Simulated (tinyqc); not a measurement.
# Free and trapped electrons in a MOS channel with a dense trap tail: what changes with what

p-type body, charge-sheet picture, full ionisation (an idealisation for deep acceptors), Boltzmann statistics for free electrons. e = Ec - EF at the surface. Acceptor-like traps of density D(E) = D0 + De exp(-E/Ew) at depth E below Ec, from 0 to Eu, hold n_t = integral of D(E)/(1 + exp((e - E)/Vt)). psi = Eg - Vt ln(Nv/Na) - e; N_dep = sqrt(2 eps0 eps_r Na (psi - Vt)/q); n_f = sqrt(N_dep^2 + 2 eps0 eps_r Vt Nc exp(-e/Vt)/q) - N_dep; Vg = Vfb + psi + q (N_dep + n_t + n_f)/Cox, Cox = eps0 eox/tox.

Values chosen for this exercise; band and dielectric values close to those of 4H silicon carbide: temperature T = 400 K; band gap Eg = 3.32 eV; relative permittivity eps_r = 9.58; conduction-band density of states at T Nc = 2.59e19 cm^-3; valence-band density of states at T Nv = 3.79e19 cm^-3; relative permittivity of the insulator eox = 3.9; insulator thickness tox = 47 nm; acceptor density Na = 6.6e16 cm^-3; flat-band voltage without trapped charge Vfb = -2.19 V; constant background density of acceptor-like traps D0 = 1.3e10 cm^-2 eV^-1; density of the tail at the conduction edge De = 3.1e13 cm^-2 eV^-1; decay energy of the tail Ew = 0.09 eV; depth below Ec down to which the traps reach Eu = 0.62 eV; mobility of free electrons mf = 84 cm^2/(V s).

Constants: q = 1.602176634e-19 C, kB = 1.380649e-23 J/K, Vt = kB T/q, eps0 = 8.8541878128e-14 F/cm where lengths are in cm. Results are converted to the units shown.

Each table varies one quantity; the others keep the values above.

## Free and trapped charge against gate voltage

Free share n_f/(n_f + n_t); swing ln 10 n_f/(dn_f/dVg); field-effect mobility mf q (dn_f/dVg)/Cox, for a constant mf; oxide field q (N_dep + n_t + n_f)/(eps0 eox).

Results:
columns A: Vg (V); B: e (eV); C: n_f (cm^-2); D: n_t (cm^-2); E: free share (%); F: swing (mV/decade); G: field-effect mobility (cm^2/(V s)); H: oxide field (MV/cm)
```
A           B         C         D         E        F         G       H
3.3    0.5315   7.150e5   8.203e9  0.008715    146.5  0.002059  0.6214
4.4    0.2265   4.692e9  2.903e11     1.591    699.7     2.828  0.7905
5.5    0.1453  4.810e10  6.941e11     6.481     1647     12.32   1.007
6.7    0.1003  1.690e11  1.092e12     13.41     2906     24.53   1.253
7.8   0.07335  3.474e11  1.399e12     19.89     4231     34.63   1.481
10    0.03668  8.642e11  1.865e12     31.66     7209     50.56   1.942
11.1  0.02285  1.187e12  2.037e12     36.81     8817     56.78   2.173
12.2  0.01086  1.544e12  2.176e12     41.51  1.050e4     62.02   2.404
```

Estimate the missing row, Vg = 8.9 V.

Computed row:
columns A: Vg (V); B: e (eV); C: n_f (cm^-2); D: n_t (cm^-2); E: free share (%); F: swing (mV/decade); G: field-effect mobility (cm^2/(V s)); H: oxide field (MV/cm)
```
A          B         C         D      E     F      G      H
8.9  0.05306  5.819e11  1.655e12  26.02  5676  43.24  1.711
```

With this row back in the table: n_f reaches 1e11 cm^-2 at Vg = 6.11 V, against 4.14 V without traps. The free share rises from 0.00872 to 41.5 % and the field-effect mobility rises from 0.00206 to 62.0 cm^2/(V s), although mf = 84 is constant: in the last row 73.8 % of Cox dVg goes into free electrons. The swing in the first row is 146 mV a decade (Vt ln 10 = 79.4). For Vg = 8.9, 10, 11.1, 12.2 EF lies less than 2 Vt below the band edge, or above it, where degeneracy and confinement, left out, matter.

## Effect of the acceptor density

Vfb is held fixed. VT is the Vg for n_f = 1e11 cm^-2; swing ln 10 n_f/(dn_f/dVg) at n_f = 1e8 cm^-2; the last three columns are for Vg = VT + 3.8 V, with free share n_f/(n_f + n_t) and field-effect mobility mf q (dn_f/dVg)/Cox; there EF is near the band edge, where Boltzmann statistics are rough.

Effect of the acceptor density:
columns A: Na (cm^-3); B: e at VT (eV); C: VT (V); D: q n_t/Cox at VT (V); E: swing (mV/decade); F: n_f (cm^-2); G: free share (%); H: field-effect mobility (cm^2/(V s))
```
A           B      C       D      E         F      G      H
1e15   0.1851  2.163  0.9922  144.6  8.703e11  38.78  45.24
2e15   0.1753  2.463   1.102  155.1  8.724e11  38.01  45.88
6e15   0.1587  3.126   1.315  176.1  8.704e11  36.35  47.04
1e16   0.1505  3.544   1.432  188.3  8.667e11  35.40  47.62
3e16   0.1325  4.791   1.727  221.9  8.532e11  33.05  48.96
8e16   0.1160  6.512   2.041  263.4  8.377e11  30.80  50.32
2e17   0.1003  8.947   2.380  316.7  8.258e11  28.82  51.95
5e17  0.08453  12.64   2.761  390.6  8.226e11  27.20  54.23
```

As Na goes from 1e15 to 5e17, VT rises from 2.16 to 12.6 V, its part due to traps rises from 0.992 to 2.76 V, the swing rises from 145 to 391 mV/decade and the field-effect mobility rises from 45.2 to 54.2 cm^2/(V s). Most of the rise of VT is depletion charge; the trap part grows since the same n_f needs EF nearer the band edge at heavier doping.

Numbers from tinyqc (`OMP_NUM_THREADS=1 python tinyqc.py 2222092 2222093 out.jsonl`; about 0.02 s on one thread of a shared Intel Xeon 2.30GHz).
